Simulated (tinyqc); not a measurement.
## Thermionic-field emission through a Schottky barrier, WKB: contact resistivity against doping

Metal on an n-type semiconductor with one parabolic valley; V > 0 is forward bias (metal positive). Energies E are counted from the conduction edge of the neutral semiconductor, whose Fermi level lies at -xi; that of the metal lies at -xi - V. The barrier is a parabola of height Vd = phi - xi - V (depletion approximation, no image force).

Nc = 2 (2 pi me m0 kB T/h^2)^1.5 (times 1e-6 for cm^-3); Nd = Nc F12(-xi/Vt), F12(x) = (2/sqrt(pi)) int_0^infinity sqrt(u)/(1 + exp(u - x)) du; E00 = (hbar/2) sqrt(Nd/(me m0 eps0 eps_r)) in SI units (volts). For E < Vd, ln T(E) = -(Vd/E00) [sqrt(1 - y) - y ln((1 + sqrt(1 - y))/sqrt(y))], y = E/Vd; T(E) = 1 above. J = A* T (q/kB) int_0^infinity T(E) N(E) dE, N = ln[(1 + exp((-xi - E)/Vt))/(1 + exp((-xi - V - E)/Vt))], A* = 4 pi q me m0 kB^2/h^3 (times 1e-4 for A/(cm^2 K^2)). The integral is converged to the digits shown; the share over the barrier is that of E > Vd, and 0 means below 1e-6 %. The contact resistivity is rho_c = 1/(dJ/dV) at V = 0, where N becomes V f/Vt with f = 1/(1 + exp((E + xi)/Vt)). The last column is the thermionic value Vt exp(phi/Vt)/(A* T^2). By a common rule of thumb, E00/Vt below 0.5 marks thermionic emission, 0.5 to 5 thermionic-field emission and above 5 field emission.

Inputs (values chosen for the exercise); band and dielectric values those of a made-up semiconductor:
```
symbol   value  unit                             meaning
T          300     K                         temperature
me      0.0321    m0                       electron mass
eps_r     12.8                     relative permittivity
phi        0.4    eV  barrier height seen from the metal
```

Constants: q = 1.602176634e-19 C, kB = 1.380649e-23 J/K, eps0 = 8.8541878128e-12 F/m, hbar = 1.054571817e-34 J s, h = 6.62607015e-34 J s, m0 = 9.1093837015e-31 kg, Vt = kB T/q. Results are converted to the units shown.

Result of one run:
```
E00/Vt,rho_c (ohm cm^2),thermionic rho_c (ohm cm^2)
3.716,1.210e-7,0.3905
```

Which donor density Nd gave this result: 9.5e16, 7.3e17, 1.1e19 or 2.2e19 cm^-3?

Nd = 1.1e19 cm^-3.

The whole series:
```
Nd (cm^-3),E00/Vt,rho_c (ohm cm^2),thermionic rho_c (ohm cm^2)
9.5e16,0.3453,0.05022,0.3905
1.9e17,0.4884,0.02077,0.3905
3.7e17,0.6815,0.005579,0.3905
7.3e17,0.9573,7.422e-4,0.3905
1.5e18,1.372,4.927e-5,0.3905
2.9e18,1.908,4.421e-6,0.3905
5.7e18,2.675,5.699e-7,0.3905
1.1e19,3.716,1.210e-7,0.3905
2.2e19,5.255,3.485e-8,0.3905
```

rho_c falls from 0.0502 to 3.48e-8 ohm cm^2: 0.13 of the thermionic value in the first row (thermionic emission) and 8.9e-8 of it in the last (field emission). Between the last two rows ln rho_c changes by 0.408 eV for each unit of 1/E00, to be set beside phi = 0.4 eV of the rule rho_c ~ exp(phi/E00). Even in the first row most of the current tunnels through the thin top of the barrier.

Range of the model: The depletion approximation, a parabolic band and the neglect of image-force lowering make these currents estimates at high doping.

tinyqc, about 0.06 s, one thread, Intel Xeon 2.30GHz (shared host): `OMP_NUM_THREADS=1 python tinyqc.py 2640114 2640115 out.jsonl`
